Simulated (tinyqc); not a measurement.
The 3-omega method: a line heater on a substrate with a thin film: one step, computed by the program tinyqc.

A current at angular frequency omega = 2 pi f heats the line at 2 omega with the amplitude P per length; the temperature swing Delta T at 2 omega gives a voltage at 3 omega. The substrate is taken as semi-infinite and isotropic, and the heat capacity of heater and film is left out.

Problem. Penetration depth. D = kappa/C; q = sqrt(2 i omega/D); penetration depth 1/|q| = sqrt(D/(2 omega)).

Inputs (values chosen for the exercise, modelled on amorphous silicon on silicon): substrate conductivity kappa = 141 W/(m K); substrate heat capacity C = 1.67 1e6 J/(m^3 K); heater half-width b = 3.9 micrometre; current frequency f = 200 Hz; substrate thickness d_s = 380 micrometre.

Give: diffusivity D; penetration depth; |q| b; penetration depth / d_s.

Solution.

diffusivity D = 84.431 mm^2/s

penetration depth = 183.29 micrometre

|q| b = 0.021278

penetration depth / d_s = 0.48233

Caution: the penetration depth exceeds a fifth of the substrate thickness, so the back face is felt and the semi-infinite formula fails.
